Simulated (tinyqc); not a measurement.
Inside a calculation. Method: one-electron ion in a basis of Gaussians. Computed by tinyqc, a small Python program that keeps every step. Settings: Z = 2, l = 2. Command: `OMP_NUM_THREADS=1 python tinyqc.py 31406 31407 out.jsonl` (the two numbers bound the seeds that draw the settings). One thread of a shared host (Intel(R) Xeon(R) Processor @ 2.60GHz), about 0.01 s of CPU time with the checks.

## Matrices over normalised Gaussians

exponents of r^l exp(-a r^2) (1/bohr^2): [0.0142, 0.0203, 0.0289, 0.0413, 0.0590, 0.0842]

Z = 2

l = 2

With p = a_i + a_j and I(k) = Gamma((k+1)/2) / (2 p^((k+1)/2)): S = I(2l+2), T = (2l+3) a_i a_j S / p, V = -Z I(2l+1), each divided by sqrt(S_ii S_jj).

S:
$$\begin{pmatrix}
1.0000 & 0.9464 & 0.8049 & 0.6209 & 0.4403 & 0.2912 \\
0.9464 & 1.0000 & 0.9464 & 0.8049 & 0.6209 & 0.4403 \\
0.8049 & 0.9464 & 1.0000 & 0.9463 & 0.8048 & 0.6208 \\
0.6209 & 0.8049 & 0.9463 & 1.0000 & 0.9464 & 0.8049 \\
0.4403 & 0.6209 & 0.8048 & 0.9464 & 1.0000 & 0.9464 \\
0.2912 & 0.4403 & 0.6208 & 0.8049 & 0.9464 & 1.0000
\end{pmatrix}$$

T (hartree):
$$\begin{pmatrix}
0.0497 & 0.0553 & 0.0537 & 0.0459 & 0.0353 & 0.0248 \\
0.0553 & 0.0709 & 0.0790 & 0.0766 & 0.0656 & 0.0503 \\
0.0537 & 0.0790 & 0.1013 & 0.1127 & 0.1093 & 0.0936 \\
0.0459 & 0.0766 & 0.1127 & 0.1446 & 0.1609 & 0.1561 \\
0.0353 & 0.0656 & 0.1093 & 0.1609 & 0.2063 & 0.2296 \\
0.0248 & 0.0503 & 0.0936 & 0.1561 & 0.2296 & 0.2945
\end{pmatrix}$$

V (hartree):
$$\begin{pmatrix}
-0.2028 & -0.2115 & -0.2012 & -0.1760 & -0.1433 & -0.1099 \\
-0.2115 & -0.2423 & -0.2527 & -0.2404 & -0.2103 & -0.1712 \\
-0.2012 & -0.2527 & -0.2895 & -0.3019 & -0.2872 & -0.2513 \\
-0.1760 & -0.2404 & -0.3019 & -0.3459 & -0.3607 & -0.3431 \\
-0.1433 & -0.2103 & -0.2872 & -0.3607 & -0.4133 & -0.4309 \\
-0.1099 & -0.1712 & -0.2513 & -0.3431 & -0.4309 & -0.4938
\end{pmatrix}$$

## Generalised eigenproblem

H = T + V (hartree):
$$\begin{pmatrix}
-0.1531 & -0.1562 & -0.1475 & -0.1301 & -0.1081 & -0.0852 \\
-0.1562 & -0.1714 & -0.1737 & -0.1638 & -0.1448 & -0.1209 \\
-0.1475 & -0.1737 & -0.1883 & -0.1892 & -0.1778 & -0.1577 \\
-0.1301 & -0.1638 & -0.1892 & -0.2014 & -0.1998 & -0.1870 \\
-0.1081 & -0.1448 & -0.1778 & -0.1998 & -0.2070 & -0.2012 \\
-0.0852 & -0.1209 & -0.1577 & -0.1870 & -0.2012 & -0.1992
\end{pmatrix}$$

Solve H C = S C e through S^(-1/2); each column has its largest component positive (the first on a tie).

eigenvalues of S: [0.0000, 0.0010, 0.0151, 0.1561, 1.1264, 4.7014]

eigenvalues (hartree): [-0.2189, -0.1231, -0.0693, -0.0020, 0.1348, 0.3139]

coefficients:
$$\begin{pmatrix}
-0.4530 & 2.2185 & -6.8817 & 10.4409 & 8.3884 & -7.3959 \\
2.0013 & -3.7045 & 14.0745 & -33.1545 & -32.2748 & 33.2783 \\
-3.5780 & 5.6120 & -11.3632 & 43.4952 & 52.4745 & -69.0197 \\
4.7315 & -5.5383 & 5.4129 & -31.0672 & -42.5910 & 81.9597 \\
-3.1758 & 3.3181 & -1.1051 & 14.5046 & 14.8177 & -54.8567 \\
1.5973 & -1.4786 & -0.6325 & -4.2633 & -0.5369 & 16.2121
\end{pmatrix}$$

For Z = 2 and l = 2 the exact lowest level is -Z^2/(2 n^2) with n = l + 1: -0.222222 hartree. The basis is nearly linearly dependent, so rounded matrices do not reproduce these digits.
